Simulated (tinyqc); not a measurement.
Ellipsometry and reflectance of a transparent film on an absorbing substrate: two steps of the calculation.

Air (index 1), film, substrate with N2 = n2 - i k2; time factor exp(+i w t). q_j = sqrt(N_j^2 - sin^2 th), root with positive real part. Fresnel coefficients r_s = (q_a - q_b)/(q_a + q_b), r_p = (N_b^2 q_a - N_a^2 q_b)/(N_b^2 q_a + N_a^2 q_b). tan(Psi) exp(i Delta) = R_p/R_s, Delta taken from 0 to 360 degrees.

Inputs (values chosen for the exercise); indices close to those of aluminium oxide on silicon:
```
symbol,value,unit,meaning
lam,632.8,nm,wavelength
th,60,degrees,angle of incidence
n1,1.674,,index of the transparent film
d,30,nm,film thickness
n2,3.882,,index of the substrate
k2,0.019,,extinction coefficient of the substrate
```

Question 1. Interface coefficients and thickness period. q0, q1, q2 and the coefficients r01 and r12 for p and s; the results repeat in d with the period lam/(2 q1).

Find: q0; q1; q2; r01,p; r01,s; r12,p; r12,s; period.

Answer 1.

q0 = 0.5000
q1 = 1.433
q2 = 3.784-0.019i
r01,p = -0.01109
r01,s = -0.4826
r12,p = 0.3412-0.0020i
r12,s = -0.4508+0.0021i
period = 220.9 nm

Question 2. Psi, Delta and reflectances. beta = 2 pi d q1/lam, X = exp(-2 i beta), R = (r01 + r12 X)/(1 + r01 r12 X) for p and s.

q1 = 1.4325767
r01,p = -0.011094518
r01,s = -0.48255611
r12,p = 0.34121391-0.00204902i
r12,s = -0.45078541+0.00205202i

Find: beta; X; R_p; R_s; Psi; Delta; |R_p|^2; |R_s|^2.

Answer 2.

beta = 0.42673 rad
X = 0.65738-0.75356i
R_p = 0.21145-0.25972i
R_s = -0.70884+0.19644i
Psi = 24.480 degrees
Delta = 144.64 degrees
|R_p|^2 = 0.11216
|R_s|^2 = 0.54105

The bare substrate gives Psi = 23.38 and Delta = 179.72 degrees.

Program tinyqc, `OMP_NUM_THREADS=1 python tinyqc.py 2870218 2870219 out.jsonl`; Intel Xeon 2.30GHz, shared host, one thread, about 0.3 s.
